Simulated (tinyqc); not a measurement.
Lateral field, substrate current, probability of reaching the oxide barrier and hot-carrier lifetime of a silicon transistor (pseudo-two-dimensional and lucky-electron models). Changing the drain voltage V_D. Computed by tinyqc, a small Python program. Command: `OMP_NUM_THREADS=1 python tinyqc.py 3016453 3016454 out.jsonl hotcar sweep`. One thread of a shared host (Intel(R) Xeon(R) Processor @ 2.30GHz), about 0.01 s of CPU time with the checks.

Local-field models: a lucky carrier gains its energy at the peak field over a path free of collisions. Voltages are magnitudes.

Inputs (values chosen for the exercise, modelled on a silicon n-channel): channel length L = 1200 nm; oxide thickness t = 27 nm; junction depth x_j = 250 nm; mobility mu = 390 cm^2/(V s); saturation velocity v_s = 0.8 1e7 cm/s; threshold voltage V_T = 0.52 V; gate voltage V_G = 2.8 V; ionisation prefactor A_i = 2.1e+06 1/cm; ionisation field B_i = 1.66 MV/cm; hot-carrier mean free path lambda = 8.6 nm; oxide barrier phi_b = 3.1 eV; interface-trap threshold phi_it = 3.8 eV; lifetime constant H = 20 s microampere/micrometre.

Drain: abrupt.

Constants: eps_0 = 8.8541878128e-12 F/m.

Method:
- C_ox = 3.9 eps_0/t; F_sat = 2 v_s/mu; V_Dsat = V_ov F_sat L/(V_ov + F_sat L), V_ov = V_G - V_T; I_D/W = C_ox v_s (V_ov - V_Dsat).
- Scale length l = 0.22 t^(1/3) x_j^(1/2) (all in cm); F_m = sqrt(((V_D - V_Dsat)/l_e)^2 + F_sat^2), with l_e = l; length of the velocity-saturated region l_e ln((V_D - V_Dsat)/(l_e F_sat) + F_m/F_sat).
- Substrate current I_sub/I_D = (A_i/B_i)(V_D - V_Dsat) exp(-B_i/F_m); probability of reaching the oxide barrier exp(-phi_b/(e lambda F_m)); lifetime tau = (H/(I_D/W)) exp(phi_it/(e lambda F_m)).

One run for each value; columns: (1) drain voltage V_D (V); (2) lifetime tau (s); (3) substrate current I_sub/W (microampere/micrometre); (4) peak field F_m (kV/cm); (5) probability of reaching phi_b:
```
(1)         (2)        (3)    (4)        (5)
3.54  3.727e+13  9.032e-04  135.7  2.923e-12
4.09  5.023e+10  1.382e-02  170.3  6.419e-10
4.65  5.617e+08  9.130e-02  206.0  2.509e-08
5.20  2.435e+07  3.496e-01  241.3  3.246e-07
5.75  2.331e+06  9.716e-01  276.7  2.201e-06
6.31  3.675e+05  2.205e+00  312.9  9.935e-06
6.86  8.677e+04  4.231e+00  348.5  3.225e-05
7.41  2.674e+04  7.268e+00  384.2  8.427e-05
7.97  9.891e+03  1.157e+01  420.6  1.897e-04
```

Over the rows, lifetime tau (s) falls from 3.73e13 to 9890 (exponent d ln y / d ln x -46 between the first rows and -14 between the last); substrate current I_sub/W (microampere/micrometre) rises from 9.03e-4 to 11.6 (exponent d ln y / d ln x 19 between the first rows and 6.4 between the last); peak field F_m (kV/cm) rises from 136 to 421 (exponent d ln y / d ln x 1.6 between the first rows and 1.2 between the last).

Caution (rows 3.54): e V_D is below phi_b or phi_it, so the available energy, not the field, limits hot carriers, and the lucky-electron formulas overstate them. Caution (rows 7.97): multiplication above 10 % feeds back on the field and the source barrier (snapback), which the model leaves out.

Extremes, crossings and ranges named in words are read from the listed rows.
